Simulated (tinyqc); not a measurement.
# Changing the hopping t

Model: Holstein polaron on two sites. Computed by tinyqc, a small Python program. Command: `OMP_NUM_THREADS=1 python tinyqc.py 3009862 3009863 out.jsonl holstein sweep`. One thread of a shared host (Intel(R) Xeon(R) Processor @ 2.30GHz), about 0.02 s of CPU time with the checks.

One electron on sites 1 and 2: H = -t (c1+ c2 + c2+ c1) + hbar omega sum_i b_i+ b_i - g hbar omega sum_i n_i (b_i + b_i+). The symmetric phonon shifts the energy by -g^2 hbar omega/2 and drops out; with b = (b_1 - b_2)/sqrt(2) there remains H = -t sigma_x + hbar omega b+ b - (g hbar omega/sqrt(2)) sigma_z (b + b+). Parity splits it into blocks p = +1 and -1 over phonon numbers n. Zero-point energies are left out. Weights Z refer to mode b alone; the displaced symmetric mode multiplies the full zero-phonon weight by exp(-g^2/2).

Inputs (values chosen for the exercise, for a model dimer): phonon energy hbar omega = 135 meV; coupling g = 0.234.

Method. Block p: H_nn = n hbar omega - p t (-1)^n - g^2 hbar omega/2, H_(n,n+1) = -(g hbar omega/sqrt(2)) sqrt(n + 1). Use 60 levels in both blocks; Z = c_0^2 is the weight of n = 0 in the ground state c; the splitting is the lowest odd level less the lowest even one, which without coupling is the smaller of 2t and hbar omega; <sigma_x> = sum (-1)^n c_n^2 measures the kinetic energy.

One run for each value:
```
hopping t (meV)  splitting/(2t)  weight Z of n = 0 in mode b  <sigma_x>  mean phonon number in b
6.8                      0.9462                       0.9775     0.9556                  0.02280
13.0                     0.9449                       0.9807     0.9620                  0.01955
24.0                     0.9402                       0.9850     0.9703                  0.01524
45.0                     0.9164                       0.9900     0.9802                  0.01016
85.0                     0.7245                       0.9945     0.9892                  0.00556
160.0                    0.4102                       0.9975     0.9951                  0.00250
300.0                    0.2221                       0.9991     0.9981                  0.00096
570.0                    0.1176                       0.9997     0.9994                  0.00032
1100.0                   0.0612                       0.9999     0.9998                  0.00009
```

What does the table show, and why?

Over the rows, splitting/(2t) falls from 0.946 to 0.0612 (exponent d ln y / d ln x -0.0021 between the first rows and -1.00 between the last); weight Z of n = 0 in mode b rises from 0.978 to 1.000 (exponent d ln y / d ln x 0.0051 between the first rows and 3.3e-4 between the last); <sigma_x> rises from 0.956 to 1.000 (exponent d ln y / d ln x 0.010 between the first rows and 6.6e-4 between the last). For t much below hbar omega the ratio tends to exp(-g^2) = 0.947; the first row has 0.946.

Caution (rows 85.0, 160, 300, 570, 1100): with hbar omega below 2t the lowest odd level starts as a one-phonon state, so the splitting here is a softened phonon and not a narrowed hopping.

Extremes, crossings and ranges named in words are read from the listed rows.
